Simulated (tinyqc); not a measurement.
Width of the well: polar nitride quantum well with polarisation fields.

Growth along [0001]. e_par = (a_sub - a)/a, Ppz = 2 e_par (e31 - e33 C13/C33), P = Psp + Ppz in each layer; strain relaxation and the strain shift of the gaps are left out, although thick layers with more than about 1 % mismatch would relax.

In a periodic stack without free charge the potential drop over a period vanishes: F_w = (P_b - P_w) Lb/(eps0 (eps_w Lb + eps_b Lw)), F_b = -F_w Lw/Lb, eps0 = 8.8541878e-12 F/m; 1 MV/cm = 1e8 V/m = 0.01 V/angstrom.

Envelope functions on cells of 0.25 angstrom over barrier, well, barrier (widths Lb, Lw, Lb), psi = 0 beyond, psi'/m continuous (mean mass between points), c = hbar^2/2m0. With u(z) the integral of e F (F_w in the well, F_b = -F_w Lw/Lb in the barriers, 1 MV/cm = 0.01 V/angstrom), zero at the centre of the well, the electron sees u plus Vc in the barriers and the hole -u plus Vv. The transition is Eg + E_e + E_h; excitons are left out.

Constants: hbar^2/2m0 = 3.80998211 eV angstrom^2; hc = 1239.841984 eV nm.

Inputs chosen for the exercise (near those of a GaN well in AlN; the results hold for these values, not for the real material): a_w = 3.189 angstrom (lattice constant a, well); a_b = 3.112 angstrom (lattice constant a, barrier); a_sub = 3.189 angstrom (in-plane lattice constant of the stack); Psp_w = -0.0352 C/m^2 (spontaneous polarisation); Psp_b = -0.0903 C/m^2 (spontaneous polarisation); e31_w = -0.341 C/m^2; e31_b = -0.544 C/m^2; e33_w = 0.649 C/m^2; e33_b = 1.43 C/m^2; C_w = 0.266 (C13/C33); C_b = 0.284 (C13/C33); eps_w = 10.2 (dielectric constant); eps_b = 10.1 (dielectric constant); Lb = 80 angstrom (barrier width); Eg = 3.44 eV (gap of the well); Vc = 1.85 eV (conduction offset); Vv = 0.87 eV (valence offset); me = 0.2 m0 (electron, well); meb = 0.32 m0 (electron, barrier); mh = 1.72 m0 (hole, everywhere); Ls = (12, 18, 24, 30, 36, 45) angstrom (well widths).

Field, levels and overlap anew for each width.

Results:

| Lw (angstrom) | F_w (MV/cm) | E (eV) | E without field (eV) | overlap^2 | ln overlap^2 |
|---|---|---|---|---|---|
| 12 | -9.845 | 3.7106 | 3.9990 | 0.413 | -0.88 |
| 18 | -9.247 | 3.1521 | 3.7644 | 0.0983 | -2.32 |
| 24 | -8.717 | 2.6804 | 3.6519 | 0.0128 | -4.36 |
| 30 | -8.245 | 2.2604 | 3.5893 | 0.00105 | -6.86 |
| 36 | -7.822 | 1.8824 | 3.5508 | 6.17e-05 | -9.69 |
| 45 | -7.262 | 1.3811 | 3.5160 | 5.43e-07 | -14.43 |

How do the results move, and what explains it?

The red shift grows from 288 to 2135 meV. The line drops below Eg between 12 and 18 angstrom, which a square well can never do. Over the last two rows dE/dLw = -55.7 meV per angstrom, against -|e F_w| = -72.6 in the last row; the field itself weakens by 26 % over the table, since a wider well shares the drop with the barrier. The overlap falls by a factor 7.61e+05.

Program tinyqc; command `OMP_NUM_THREADS=1 python tinyqc.py 1282665 1282666 out.jsonl`; about 0.1 s on one thread of a shared Intel(R) Xeon(R) Processor @ 2.30GHz.
